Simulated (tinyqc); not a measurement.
# Effect of the position of a charge sheet

One sheet of 2.2e11 cm^-2 lies at the depth x from the gate; it shifts Vfb by -(q/eps0) Q s, with s = x/e2 in layer 2 and t2/e2 + (x - t2)/e1 in layer 1, and it induces the share s/(t1/e1 + t2/e2) of its image in the semiconductor.

Parameters, values chosen for the exercise: thickness of layer 1, next to the semiconductor t1 = 1.8 nm; relative permittivity of layer 1 e1 = 4.02; thickness of layer 2, next to the gate t2 = 1.2 nm; relative permittivity of layer 2 e2 = 25.9.

Constants: q = 1.602176634e-19 C, eps0 = 8.8541878128e-14 F/cm where lengths are in cm. Results are converted to the units shown.

Effect of the position of a charge sheet:
```
x (nm)  shift (mV)  image in the semiconductor (%)
0                0                               0
0.38       -0.5841                           2.969
0.75        -1.153                           5.861
1.12        -1.721                           8.752
1.5         -4.815                           24.48
1.88        -8.578                           43.61
2.25        -12.24                           62.24
2.62        -15.91                           80.87
3           -19.67                           100.0
```

The shift grows from 0 at the gate to -19.7 mV at the semiconductor, by -1.54 mV/nm in layer 2 and -9.90 mV/nm in layer 1, the ratio of the permittivities. A sheet between the layers has 9.38 % of its full effect.

Program tinyqc, `OMP_NUM_THREADS=1 python tinyqc.py 2010090 2010091 out.jsonl`; Intel Xeon 2.30GHz, shared host, one thread, about 0.01 s.
